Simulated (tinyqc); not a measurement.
## Electron density from the centroid

Inverse problem. In the Fang-Howard model the centroid is 3/b with b^3 = 6 (mz1/C) q (Nd + 11 Ns/32)/(eps0 eps_r), C = hbar^2/(2 m0), the field in eV/nm. Find b and Ns.

Parameters, values chosen for the exercise; masses and permittivity close to those of silicon (110): relative permittivity eps_r = 11.7; mass along z of valley set A (4 valley(s)) mz1 = 0.313 m0; sheet density of depletion charge Nd = 1.8e12 cm^-2.

Constants: q = 1.602176634e-19 C, hbar = 1.054571817e-34 J s, m0 = 9.1093837015e-31 kg, eps0 = 8.8541878128e-14 F/cm where lengths are in cm, hbar^2/(2 m0) = 0.0380998212 eV nm^2. Results are converted to the units shown.

centroid = 2.5469107 nm

Answer. b = 3/centroid gives Nd + 11 Ns/32, from which the depletion charge is taken off.

b = 1.18 1/nm
Ns = 1.00e12 cm^-2

Numbers from tinyqc (`OMP_NUM_THREADS=1 python tinyqc.py 2160106 2160107 out.jsonl`; about 0.7 s on one thread of a shared Intel Xeon 2.30GHz).
